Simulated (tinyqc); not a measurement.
Donor level screened by free carriers (Yukawa potential), step by step. Values are carried at full precision from step to step, so a last printed digit may differ when a step is redone from the rounded ones.

Screening wave number: Debye ks^2 = 4 pi q n/(eps kB T); Thomas-Fermi ks^2 = 6 pi q n/(eps EF) with EF = c (3 pi^2 n/gv)^(2/3)/m, c = hbar^2/2m0; the two are joined by 1/ks^2 = sqrt(1/ks_D^4 + 1/ks_TF^4). 1e18/cm^3 = 1e-6/angstrom^3, q = e^2/(4 pi eps0).

Constants: e^2/(4 pi eps0) = 14.39964547 eV angstrom; kB = 8.617333262e-05 eV/K; hbar^2/2m0 = 3.80998211 eV angstrom^2; Ry = 13.60569312 eV; a0 (Bohr radius) = 0.5291772105 angstrom.

Parameters, chosen for this exercise (near those of a donor in InP, with one mean mass; shifted at random, so the results belong to these values and not to a real crystal): m = 0.082 m0 (mass); eps = 12.2 (dielectric constant); gv = 1 (valleys); T = 77 K (temperature); n = 0.026 x 1e18/cm^3 (free-carrier density).

## Units and screening length

Give Ry* = Ry m/eps^2, a* = a0 eps/m, EF, the three values of ks, and x = ks a*.

Ry* = 7.496 meV
a* = 78.73 angstrom
EF = 3.90 meV

ks: Debye, Thomas-Fermi, joined (1/angstrom): 0.00762  0.01217  0.00736

x = 0.5791

EF/kB T = 0.59, so the Debye value, the smaller one, controls the screening.

## One-parameter trial function

Potential -(q/(eps r)) exp(-ks r), q = e^2/(4 pi eps0). In units Ry* = Ry m/eps^2 and a* = a0 eps/m the problem is [-Laplacian - 2 exp(-x r)/r] psi = E psi with x = ks a*.

For exp(-z r): E(z) = z^2 - 8 z^3/(2z + x)^2 in Ry*. Scan z = 0.5, 0.6, ..., 1.1, then minimise; first order gives -1 + 2x.

Scan (Ry*):
```
z    kinetic  potential        E
0.5   0.2500    -0.4010  -0.1510
0.6   0.3600    -0.5459  -0.1859
0.7   0.4900    -0.7005  -0.2105
0.8   0.6400    -0.8626  -0.2226
0.9   0.8100    -1.0303  -0.2203
1.0   1.0000    -1.2027  -0.2027
1.1   1.2100    -1.3786  -0.1686
```

best z = 0.835
E = -0.2235 Ry*
binding = 1.68 meV

First order in x would give 0.158 Ry*, a rigid shift by q ks/eps; it overstates the loss of binding by 0.382 Ry*.

## Converged levels

Converged values use 18 functions exp(-z r), z = 1.55^i, i = -11 to 6: S = 2/A^3, H = z_i z_j S - 2/(A + x)^2, A = z_i + z_j.

The 1s and 2s levels and the mean radius.

1s = -0.2285 Ry*
binding = 1.71 meV
<r> = 151.8 angstrom
second root = 0.0000 Ry*

The trial function misses by 0.0050 Ry*. Screening leaves 23 % of the bare binding, 0.26 kB T. 2s is no longer bound (it unbinds at x = 0.310).

## Checks

- 1s at x = 0.5 against the known -0.29623 Ry*: both -0.29623.
- 1s at x = 0 against -1: both -1.00000.

Program tinyqc; command `OMP_NUM_THREADS=1 python tinyqc.py 1281904 1281905 out.jsonl`; about 0.03 s on one thread of a shared Intel(R) Xeon(R) Processor @ 2.30GHz.
